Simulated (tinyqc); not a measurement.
# Stress in a transistor channel from embedded alloy regions, liners and fins, by half-space elasticity, step by step

A worked calculation. Computed by tinyqc, a small Python program that keeps every step. Command: `OMP_NUM_THREADS=1 python tinyqc.py 3002553 3002554 out.jsonl stressor walk`. One thread of a shared host (Intel(R) Xeon(R) Processor @ 2.30GHz), about 0.01 s of CPU time with the checks. Intermediate numbers are printed to about 5 digits and carried at full precision; extremes and crossings named in words are read from the listed rows.

Plane strain in an isotropic half-space, the same constants everywhere; x along the channel from its centre, y downwards from the free surface; stress is positive in tension.

Inputs (values chosen for the exercise, modelled on silicon):
```
quantity                                   value      unit
alloy fraction x                          0.0072         -
lattice change per unit x, beta            -0.45         -
Young's modulus E                            164       GPa
Poisson ratio nu                            0.22         -
channel length L                             104        nm
length of each stressor S                    175        nm
recess depth d                                80        nm
depth of the field point y                   1.5        nm
liner stress                                 2.7       GPa
liner thickness t                             30        nm
length of a cut fin or stripe                 60        nm
height of the strained layer h                12        nm
longitudinal piezoresistance coefficient   -30.3  1e-11/Pa
vertical piezoresistance coefficient        51.6  1e-11/Pa
```

Stressor: Si(1-x)C(x) source and drain.

## Misfit and the pressure on the side walls

Misfit e = beta x. A fully constrained inclusion holds the stress -p with p = E e/(1 - 2 nu); a blanket film would hold -E e/(1 - nu) in the plane.

misfit e = -0.00324

p = -0.94886 GPa

stress of a blanket film = 0.68123 GPa

## Stress at the centre of the channel

A line element dA of misfit at (a, c) in the half-space gives, with C = E e/(2 pi (1 - nu)), X = x - a, r1^2 = X^2 + (y - c)^2, r2^2 = X^2 + Y^2, Y = y + c: s_xx = -C dA {[X^2 - (y - c)^2]/r1^4 + 3 [X^2 - Y^2]/r2^4 + 4 y Y (Y^2 - 3 X^2)/r2^6}, s_yy = C dA {[X^2 - (y - c)^2]/r1^4 - [X^2 - Y^2]/r2^4 + 4 y Y (Y^2 - 3 X^2)/r2^6}. These are integrated over two rectangles, L/2 < |a| < L/2 + S, 0 < c < d (closed form in a, 200 Gauss-Legendre points in c).

s_xx = 551.52 MPa

s_yy = 0.079416 MPa

s_xx over the blanket-film stress = 0.80960

The channel is stretched along its length; s_yy is 1.4e-4 of s_xx in size and vanishes at the surface.

## Closed form at the surface

At x = y = 0 the integral is s_xx = -(4/pi) [E e/(1 - nu)] [arctan(2 d/L) - arctan(d/(L/2 + S))].

s_xx at the surface = 568.64 MPa

For fixed L and S it is largest at d = sqrt((L/2)(L/2 + S)) = 108.6 nm; d is short of that.

## A stressed liner, as two edge forces

The liner over source and drain ends at the gate, x = -/+ L/2, and pulls there with the force per width F = (liner stress) t along the surface. A tangential line force gives s_xx = (2 F/pi) X^3/(X^2 + y^2)^2 at the distance X; two of them add at the centre, X = L/2. For L > 3.5 y the concentrated force is an upper bound.

edge force F = 81 N/m

s_xx from the liner = 1980.0 MPa

Caution: the real force is spread over several liner thicknesses, so for a channel this short the concentrated force clearly overstates the stress.

## Mobility change, linear estimate

d mu/mu = -(pi_L s_xx + pi_z s_yy) for the embedded regions alone; the stress across the width is left out.

mobility change = 16.707 %

The vertical stress supplies -0.0041 of these points. Caution: beyond a few hundred MPa bulk piezoresistance coefficients no longer describe an inversion layer well.

## Relaxation at the ends of a cut stripe

Shear-lag estimate for a stripe of length l and height h on a like substrate: the stress along it is s(x)/s_film = 1 - cosh(x/lam)/cosh(l/(2 lam)), lam = (pi/2) g h with g = 1.258; mean = 1 - (2 lam/l) tanh(l/(2 lam)).

transfer length lam = 23.713 nm

share kept at the centre = 0.47723

share kept on average = 0.32618

Cutting has released much of the strain.

## Along the channel and with depth

The formulas are those given above.

Stress (MPa):
```
2x/L  s_xx at y  s_yy at y  s_xx at d/2  s_xx at 1.5 d
0.0      551.52    0.07942       192.68        -55.560
0.2      554.52    0.07465       193.22        -56.751
0.4      562.62    0.05717       196.65        -60.608
0.6      572.14    0.00450       208.17        -67.789
0.8      566.75   -0.38530       233.82        -78.639
```

Near the surface s_xx changes by +3 % from the centre to 2x/L = 0.8. At the centre, s_xx at half the recess depth is 0.35 of its value at y, and below the recess -0.10. An element acts with the sign of X^2 - (y - c)^2, so its direct term reverses where the offset in depth exceeds the lateral distance, and the image terms that amplify the stress near the surface fade with depth.

## Shrinking the pitch

L and S are scaled together at fixed d, then S alone, then L alone.

S_xx at the centre (MPa):
```
scale  L and S scaled  S alone  L alone
0.35           424.84   315.24   761.17
0.50           515.96   395.51   716.96
0.70           559.48   473.25   649.34
1.00           551.52   551.52   551.52
1.40           498.49   616.85   441.79
2.00           412.77   674.50   322.13
3.00           307.81   725.31   203.75
```

Halving S alone keeps 0.72 of the stress, halving L alone gives 1.30, and halving both 0.94: a shorter channel brings the walls closer, a shorter stressor brings its far wall, which pulls the other way, closer too. Neighbouring devices are left out.

Checks made by the program: surface stress against its closed form; zero normal stress at the surface (relative difference below 1e-10).
